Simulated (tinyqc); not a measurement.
Finite-difference solution of the diffusion equation on a small grid: one step, computed by the program tinyqc.

dC/dt = D d2C/dx2 on nodes x_j = j dx, j = 0..11; the far end is sealed.

Problem. Amplification factors. The mode of M with eigenvalue mu has its amplitude multiplied per step by g = (1 + (1 - theta) r mu)/(1 - theta r mu), with theta = 0 explicit, 1 implicit, 1/2 Crank-Nicolson; the explicit scheme is stable for r up to 2/|mu_min|.

Boundary at x = 0: fixed surface value. Scheme: explicit.

operator M:
```
    0   1   2   3   4   5   6   7
0   0   0   0   0   0   0   0   0
1   1  -2   1   0   0   0   0   0
2   0   1  -2   1   0   0   0   0
3   0   0   1  -2   1   0   0   0
4   0   0   0   1  -2   1   0   0
5   0   0   0   0   1  -2   1   0
6   0   0   0   0   0   1  -2   1
7   0   0   0   0   0   0   1  -2
8   0   0   0   0   0   0   0   1
9   0   0   0   0   0   0   0   0
10  0   0   0   0   0   0   0   0
11  0   0   0   0   0   0   0   0

     8   9  10  11
0    0   0   0   0
1    0   0   0   0
2    0   0   0   0
3    0   0   0   0
4    0   0   0   0
5    0   0   0   0
6    0   0   0   0
7    1   0   0   0
8   -2   1   0   0
9    1  -2   1   0
10   0   1  -2   1
11   0   0   2  -2
```

mesh ratio r = 0.1664

Give: eigenvalues mu of M; factors g; largest stable r of the explicit scheme.

Solution.

eigenvalues mu of M: [-3.9796, -3.8193, -3.5115, -3.0813, -2.5635, -2.0000, -1.4365, -0.9187, -0.4885, -0.1807, -0.0204, 0.0000]

factors g: [0.3378, 0.3645, 0.4157, 0.4873, 0.5734, 0.6672, 0.7610, 0.8471, 0.9187, 0.9699, 0.9966, 1.0000]

largest stable r of the explicit scheme = 0.50256

The smallest factor is 0.338: no mode changes sign, and all decay but one with mu = 0 where there is such a mode.
